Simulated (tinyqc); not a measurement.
Inside a calculation: tunnelling through a thin dielectric with one trap, as a tight-binding chain. Values are carried at full precision from step to step, so a last printed digit may differ when a step is redone from the rounded ones.

Hopping -t everywhere, t = c/(m a^2), c = hbar^2/2m0; lead sites at 2t (band bottom 0), barrier sites 1 to N at 2t + phi, and site j has U besides. No voltage. Leads give S = -t exp(ika) on sites 1 and N, cos(ka) = 1 - E/(2t). T = (2 t sin(ka))^2 |G_1N|^2, G = (E - H - S)^-1. In the barrier cosh(q a) = 1 + (phi - E)/(2t).

Constants: hbar^2/2m0 = 3.80998211 eV angstrom^2; hbar = 6.58211957e-16 eV s.

Values chosen for the exercise (barrier and mass of the size used for Si3N4 on silicon; not measured data): a = 2.5 angstrom (site spacing); m = 0.45 m0 (mass, the same in leads and barrier); phi = 2.16 eV (conduction edge of the barrier above that of the leads); U = -3.55 eV (extra energy on the trap site); E = 0.44 eV (electron energy); N = 11 (barrier sites); j = 8 (site of the trap).

## Scales

Form t, ka, q a, and the level of the trap in an endless barrier, Eb = phi + 2t - sqrt(4 t^2 + U^2).

t = 1.35466 eV
ka = 0.577926 rad
q a = 1.07438
Eb = 0.4036 eV

## The matrix E - H - S

Fill it in.

E - H - S (eV):
```
                    1         2         3         4         5
1   -3.29466+0.74003i   1.35466   0.00000   0.00000   0.00000
2             1.35466  -4.42932   1.35466   0.00000   0.00000
3             0.00000   1.35466  -4.42932   1.35466   0.00000
4             0.00000   0.00000   1.35466  -4.42932   1.35466
5             0.00000   0.00000   0.00000   1.35466  -4.42932
6             0.00000   0.00000   0.00000   0.00000   1.35466
7             0.00000   0.00000   0.00000   0.00000   0.00000
8             0.00000   0.00000   0.00000   0.00000   0.00000
9             0.00000   0.00000   0.00000   0.00000   0.00000
10            0.00000   0.00000   0.00000   0.00000   0.00000
11            0.00000   0.00000   0.00000   0.00000   0.00000

           6         7         8         9        10
1    0.00000   0.00000   0.00000   0.00000   0.00000
2    0.00000   0.00000   0.00000   0.00000   0.00000
3    0.00000   0.00000   0.00000   0.00000   0.00000
4    0.00000   0.00000   0.00000   0.00000   0.00000
5    1.35466   0.00000   0.00000   0.00000   0.00000
6   -4.42932   1.35466   0.00000   0.00000   0.00000
7    1.35466  -4.42932   1.35466   0.00000   0.00000
8    0.00000   1.35466  -0.87932   1.35466   0.00000
9    0.00000   0.00000   1.35466  -4.42932   1.35466
10   0.00000   0.00000   0.00000   1.35466  -4.42932
11   0.00000   0.00000   0.00000   0.00000   1.35466

                   11
1             0.00000
2             0.00000
3             0.00000
4             0.00000
5             0.00000
6             0.00000
7             0.00000
8             0.00000
9             0.00000
10            1.35466
11  -3.29466+0.74003i
```

## Transmission

Invert the matrix; T = (2 t sin(ka))^2 |G_1N|^2.

first row of G (1/eV): [-0.3305-0.08637i, -0.1129-0.02949i, -0.03849-0.01006i, -0.01298-0.003398i, -0.003951-0.001053i, 6.129e-05-4.389e-05i, 0.004151+0.0009093i, 0.01351+0.003017i, 0.004619+0.001049i, 0.001592+0.0004131i, 0.0005869+0.0003017i]

T = 9.540e-07

Without the trap T is 1.71e-10: the trap changes it by a factor 5.59e+03 at this energy.

## The resonance

Resonance: the lowest eigenvalue of H + S(E), iterated until its real part equals E (40 rounds from Eb = phi + 2t - sqrt(4t^2 + U^2), the level in an endless barrier). With v the normalised squared amplitudes of that state, Gamma_L = 2 t sin(ka) v_1, Gamma_R = 2 t sin(ka) v_N; Breit-Wigner T = Gamma_L Gamma_R/((E - Er)^2 + (Gamma_L + Gamma_R)^2/4).

Find Er, the two widths, the peak height 4 Gamma_L Gamma_R/(Gamma_L + Gamma_R)^2 and the escape time hbar/(Gamma_L + Gamma_R).

Er = 0.4028 eV

widths (meV): left 0.0004164, right 2.447

peak height = 0.0006804
escape time = 269 fs

squared amplitudes: [0.0000, 0.0000, 0.0000, 0.0001, 0.0012, 0.0104, 0.0907, 0.7941, 0.0910, 0.0108, 0.0017]

The nearby leads move the level 0.7 meV below its value in an endless barrier. The trap is closer to the right lead, which takes 100.0 % of the escapes.

## Checks

- T at Er from the chain against the Breit-Wigner peak: both 0.000680.
- T without trap against the closed form for a lattice barrier: both 1.706e-10.

tinyqc: `OMP_NUM_THREADS=1 python tinyqc.py 1480926 1480927 out.jsonl`; about 0.06 s, one thread, shared Intel(R) Xeon(R) Processor @ 2.30GHz.
